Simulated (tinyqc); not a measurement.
Inside a calculation. Model: atomic layer deposition: Langmuir saturation, growth per cycle and coating of deep features. Computed by tinyqc, a small Python program that keeps every step. Command: `OMP_NUM_THREADS=1 python tinyqc.py 3020718 3020719 out.jsonl ald walk`. One thread of a shared host (Intel(R) Xeon(R) Processor @ 2.30GHz), about 0.01 s of CPU time with the checks. Intermediate numbers are printed to about 6 digits and carried at full precision; extremes and crossings named in words are read from the listed rows.

Precursor A sticks only on free sites, so a long enough pulse saturates; co-reactant B then frees the sites again.

Inputs (values chosen for the exercise, modelled on zinc oxide from diethylzinc and water): precursor mass M = 124 u; site density q = 6.5 1/nm^2; growth per cycle at saturation G = 1.9 angstrom; sticking probability beta on free sites = 0.0034; precursor pressure p = 0.89 Pa; temperature T = 125 C; pulse time t = 4.6 s; co-reactant completion per pulse c_B = 0.99; desorption energy E_d = 1.14 eV; purge time t_p = 7.8 s; aspect ratio a = 20.

Feature: long trench.

Constants: u = 1.6605390666e-27 kg; k_B = 1.380649e-23 J/K; k_B = 8.617333262e-05 eV/K.

## Flux and saturation time

Wall flux F = p/sqrt(2 pi M k_B T); rate of filling k_a = beta F/q; desorption k_d = 1e13 exp(-E_d/(k_B T)) per second. 1/m^2 = 1e-18/nm^2. Temperatures in kelvin are T(C) + 273.15.

flux F = 10553.6 1/(nm^2 s)

k_a = 5.52033 1/s

k_d = 0.0371444 1/s

time to 99 % without desorption, ln(100)/k_a = 0.834220 s

## The first four cycles

One cycle from coverage th0: pulse A gives th1 = th_s + (th0 - th_s) exp(-(k_a + k_d) t), th_s = k_a/(k_a + k_d); the purge leaves th2 = th1 exp(-k_d t_p); pulse B converts c_B th2 into film and leaves th3 = (1 - c_B) th2. Growth = G c_B th2. Start from th0 = 0.

Cycles:
```
cycle         th0       th1       th2         th3  growth (angstrom)
1      0.00000000  0.993316  0.743466  0.00743466            1.39846
2      0.00743466  0.993316  0.743466  0.00743466            1.39846
3      0.00743466  0.993316  0.743466  0.00743466            1.39846
4      0.00743466  0.993316  0.743466  0.00743466            1.39846
```

## Steady growth per cycle

The periodic state has th0 = th3: th0 = (1 - c_B) e_p th_s (1 - e_a)/(1 - (1 - c_B) e_p e_a), with e_a = exp(-(k_a + k_d) t), e_p = exp(-k_d t_p). Share of impinging molecules used = q (th1 - th0)/(F t).

coverage after pulse A = 0.993316

growth per cycle = 1.39846 angstrom

share of impinging molecules used = 1.32002e-04

The pulse is 25.39 filling times long: saturated. Desorption in the purge removes 25.2 % of the layer: the temperature window closes from above.

## Exposure for a deep feature

Diffusion-limited filling (Gordon) of a long trench of width w, hydraulic diameter 2w, so that a is replaced by a/2 in the hole formula: t = (q/F)(1 + 19a/8 + 3a^2/8). Reaction-limited filling needs ln(100)/k_a at any depth, k_a = beta F/q. Flow is molecular. The front picture holds when the modulus (a/2) sqrt(beta) is well above 1. Depth reached by the given pulse: solve the same formula for a. Exposure = p x diffusion-limited time; 1 langmuir = 1.33322e-4 Pa s.

diffusion-limited time = 0.122257 s

exposure = 816.136 langmuir

modulus = 0.583095

aspect ratio reached by the front in time t = 137.985

Diffusion needs 0.122 s and reaction 0.834 s: the surface reaction limits, though depth still lags the mouth. Caution: the modulus is not well above 1 or the Gordon time is under three times ln(100)/k_a, so there is no sharp front: the Gordon time is only a lower bound and the reaction time must be met as well.

## Coverage along the feature as the dose grows

Continuum model with steady gas transport: d2n/dz2 = 3 beta (1 - th) n/d_h^2 (d_h the hydraulic diameter, n = 1 at the mouth, no flux at the floor, 60 cells), d th/dt = beta F n (1 - th)/q; no desorption. Times are multiples of the larger of the Gordon time and ln(100)/k_a.

Coverage:
```
multiple    t (s)  top cell  quarter depth  half depth  three quarters  floor cell
0.05      0.04171     0.205          0.177       0.157           0.145       0.142
0.10      0.08342     0.367          0.326       0.295           0.276       0.270
0.20      0.16684     0.600          0.553       0.516           0.493       0.485
0.40      0.33369     0.840          0.811       0.786           0.770       0.764
0.60      0.50053     0.936          0.923       0.911           0.903       0.900
0.80      0.66738     0.975          0.969       0.964           0.960       0.959
1.00      0.83422     0.990          0.988       0.985           0.984       0.983
1.30      1.08449     0.997          0.997       0.996           0.996       0.996
```

At a multiple of 0.2 the coverage is 0.60 at the top and 0.48 at the floor. The coverage falls gradually with depth, without a sharp front. In the last row the floor reaches 0.996.

Checks made by the program: periodic state against 400 explicit cycles (relative difference below 1e-10).
